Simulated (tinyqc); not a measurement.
Undoped symmetric double-gate MOSFET, analytic potential model: effect of the temperature.

An undoped body of thickness ts between two equal insulators and tied gates; long channel, electrons only, n = ni exp((psi - V)/Vt) with V the quasi-Fermi potential (0 at the source, Vd at the drain), constant mobility, no quantisation. Across the body psi(x) = V - 2 Vt ln[(ts/(2 beta)) sqrt(q ni/(2 eps0 eps_r Vt)) cos(2 beta x/ts)], x from the centre. Q is the electron charge per area of the whole body.

Nc and Nv are given at 350 K and scale as (T/350 K)^1.5; Eg and mu are held fixed. ni = sqrt(Nc Nv) exp(-Eg/(2 Vt)), Eg in volts; r = eps_r tox/(eox ts); V0 = dphi + 2 Vt ln[(2/ts) sqrt(2 eps0 eps_r Vt/(q ni))]. beta (between 0 and pi/2) solves (Vg - V0 - V)/(2 Vt) = ln(beta) - ln(cos beta) + 2 r beta tan(beta). Q = 8 eps0 eps_r Vt beta tan(beta)/ts; I = mu (1/L)(4 eps0 eps_r/ts)(2 Vt)^2 [g(beta_s) - g(beta_d)] per width, g = beta tan(beta) - beta^2/2 + r beta^2 tan^2(beta), with beta_s at V = 0 and beta_d at V = Vd.  I(low) is taken at Vg = 0.2 V, Qs and I(high) at Vg = 0.95 V.

Values chosen for this exercise; material values close to those of silicon:
- Eg = 1.13 eV (band gap)
- eps_r = 11.9 (relative permittivity of the semiconductor)
- Nc = 3.52e19 cm^-3 (conduction-band density of states at the reference temperature)
- Nv = 3.33e19 cm^-3 (valence-band density of states at the reference temperature)
- eox = 7.58 (relative permittivity of the gate insulator)
- tox = 4.5 nm (insulator thickness)
- ts = 12 nm (body thickness)
- dphi = -0.01 V (gate work function less that of the intrinsic body)
- mu = 190 cm^2/(V s) (channel mobility)
- L = 2 um (gate length)
- Vd = 0.3 V (drain voltage)

Constants: q = 1.602176634e-19 C, kB = 1.380649e-23 J/K, Vt = kB T/q, eps0 = 8.8541878128e-14 F/cm where lengths are in cm. Results are converted to the units shown.

Results:
```
T (K)	V0 (V)	I(low) (nA/um)	Qs(high) (nC/cm^2)	I(high) (uA/um)
220	0.49426	4.3558e-5	1117.3	20.592
250	0.48460	5.6721e-4	1127.9	21.032
310	0.46483	0.023571	1154.0	22.015
340	0.45475	0.095903	1169.0	22.547
370	0.44455	0.31629	1185.0	23.099
400	0.43425	0.88496	1202.0	23.671
430	0.42386	2.1708	1219.8	24.259
```

Estimate the missing row, T = 280 K.

Computed row:
```
T (K)	V0 (V)	I(low) (nA/um)	Qs(high) (nC/cm^2)	I(high) (uA/um)
280	0.47478	0.0044010	1140.2	21.509
```

With this row back in the table: As T goes from 220 to 430 K, I(low) rises from 4.36e-5 to 2.17 nA/um and I(high) rises from 20.6 to 24.3 uA/um. V0 falls from 0.494 to 0.424 V. In every row the surface density at the source at the higher gate voltage passes 0.3 Nc, where Boltzmann statistics fail. In every row the mobility is held fixed, though a real one changes with T.

Computed by the program tinyqc: `OMP_NUM_THREADS=1 python tinyqc.py 2440118 2440119 out.jsonl`, one thread of a shared Intel Xeon 2.30GHz, about 0.03 s for the whole run.
